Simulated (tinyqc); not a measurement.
# Physical sputtering: collision-cascade yield, angular dependence, faceting and resputtering in deposition, step by step

A worked calculation. Computed by tinyqc, a small Python program that keeps every step. Command: `OMP_NUM_THREADS=1 python tinyqc.py 3025130 3025131 out.jsonl sputter walk`. One thread of a shared host (Intel(R) Xeon(R) Processor @ 2.30GHz), about 0.01 s of CPU time with the checks. Intermediate numbers are printed to about 6 digits and carried at full precision; extremes and crossings named in words are read from the listed rows.

Ions start collision cascades; atoms that reach the surface with more than U leave. The target is amorphous or fine-grained.

Inputs (values chosen for the exercise, modelled on krypton ions on germanium):
```
quantity                                                  value     unit
ion Z1                                                       36        -
ion mass M1                                                83.8        u
target Z2                                                    32        -
target mass M2                                             72.6        u
surface binding energy U                                   3.85       eV
target density N                                           44.2   1/nm^3
fit factor Q                                               0.55        -
ion energy E                                               2800       eV
current density J                                          0.15  mA/cm^2
angular exponent f                                          1.8        -
angle of the largest yield                                   64  degrees
angle of incidence                                           50  degrees
deposition rate over sputter rate on a flat surface, D/S    5.5        -
```

Constants: e = 1.602176634e-19 C.

## Yield at normal incidence

gamma = 4 M1 M2/(M1 + M2)^2; threshold E_th = 6.7 U/gamma for M1 >= M2, else U (1 + 5.7 M1/M2)/gamma. eps = 0.03255 M2 E/(Z1 Z2 (M1 + M2) z), z = (Z1^(2/3) + Z2^(2/3))^(1/2), E in eV; s_n = 3.441 sqrt(eps) ln(eps + 2.718)/(1 + 6.355 sqrt(eps) + eps (6.882 sqrt(eps) - 1.708)); S_n = 84.78 Z1 Z2 M1 s_n/((M1 + M2) z) in eV angstrom^2; alpha = 0.249 (M2/M1)^0.56 + 0.0035 (M2/M1)^1.5 for M1 <= M2, else 0.0875 (M2/M1)^(-0.15) + 0.165 M2/M1; Y0 = 0.042 Q alpha S_n/U [1 - sqrt(E_th/E)]^2.5 (the electronic-loss factor of the full formula is dropped). Erosion rate = Y0 J/(e N); 1 cm^2 = 1e14 nm^2.

energy transfer factor gamma = 0.994872

threshold E_th = 25.9280 eV

reduced energy eps = 0.00801737

nuclear stopping S_n = 2262.36 eV angstrom^2

alpha = 0.232351

yield Y0 = 2.44908 atoms per ion

erosion rate = 31.1253 nm/min

The threshold factor is 0.777; the energy cost is 1140 eV per removed atom, 297 times U.

## Oblique incidence

Angular law: Y/Y0 = t^f exp(-f cos(a_opt)(t - 1)), t = 1/cos(angle), largest at a_opt. A plane tilted by the angle recedes along the beam at a speed proportional to Y(angle), and along its own normal as Y cos(angle).

Y/Y0 at the angle = 1.42902

yield at the angle = 3.49979 atoms per ion

normal speed relative to a flat surface = 0.918557

largest Y/Y0 = 1.60562

## Deposition with resputtering

With a directional flux, net growth along the beam is D - S Y(angle)/Y0. Slopes where Y/Y0 exceeds D/S are etched: solve Y/Y0 = D/S below a_opt, if the largest Y/Y0 exceeds D/S. The normal speed is largest where f (1 - cos(a_opt)/cos(angle)) = 1, cos(angle) = f cos(a_opt)/(f - 1), or at angle 0 if this exceeds 1.

Angle of zero net growth: none: every slope grows

angle of the largest normal speed = 9.48281 degrees

Deposition outweighs sputtering at every angle, so no slope is cut back.

## Yield over energy

The formulas are those given above.

Normal incidence:
```
E (eV)          eps  S_n (eV angstrom^2)       Y0  Y0 per keV
50      1.43167e-04               437.20  0.02526     0.50521
100     2.86335e-04               600.86  0.14136     1.41364
200     5.72669e-04               817.27  0.37326     1.86631
300     8.59004e-04               972.52  0.56785     1.89282
500     1.43167e-03              1201.61  0.87801     1.75601
1000    2.86335e-03              1575.74  1.41630     1.41630
2000    5.72669e-03              2022.10  2.08379     1.04190
5000    1.43167e-02              2705.16  3.12856     0.62571
10000   2.86335e-02              3262.94  3.99174     0.39917
30000   8.59004e-02              4111.58  5.31995     0.17733
100000  2.86335e-01              4659.74  6.23781     0.06238
```

The yield per keV peaks at 300 eV among these rows, 12 times the threshold, the most economical range for removing atoms. Y0 varies as E^2.48 between the first rows and as E^0.13 at the end, where nuclear stopping is flattening. Caution: the electronic-loss factor, dropped here, would lower the yields at the highest energies slightly.

Checks made by the program: position of the angular maximum (relative difference below 1e-10).
